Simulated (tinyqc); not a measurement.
Landau-Devonshire theory of a uniaxial ferroelectric: one step, computed by the program tinyqc. Command: `OMP_NUM_THREADS=1 python tinyqc.py 3028792 3028793 out.jsonl ferro walk`. One thread of a shared host (Intel(R) Xeon(R) Processor @ 2.30GHz), about 0.01 s of CPU time with the checks.

G(P) = (alpha/2) P^2 + (beta*/4) P^4 + (gamma/6) P^6 - E P per volume, SI units, one domain, P along the polar axis, which is normal to the film.

Question. Coefficients at T. alpha = alpha_0 (T - T0*), with clamping: T0* = T0 + 4 Q12 u_m/(alpha_0 (s11 + s12)), beta* = beta + 4 Q12^2/(s11 + s12).

Inputs (values chosen for the exercise, modelled on lead titanate):
```
quantity                        value         unit
alpha_0                        796000  J m/(C^2 K)
Curie-Weiss temperature T0        752            K
beta                        -2.88e+08    J m^5/C^4
temperature T                     677            K
misfit strain u_m              -0.019            -
electrostriction Q12           -0.026      m^4/C^2
compliance s11 + s12          5.5e-12        m^2/N
```

Sample: epitaxial film.

Give: T0*; alpha; beta*.

Answer.

T0* = 1203 K

alpha = -4.190e+08 J m/C^2

beta* = 2.036e+08 J m^5/C^4

Compression raises T0 by 451 K. beta* > 0: the transition is of second order, although the free crystal has a first-order one.
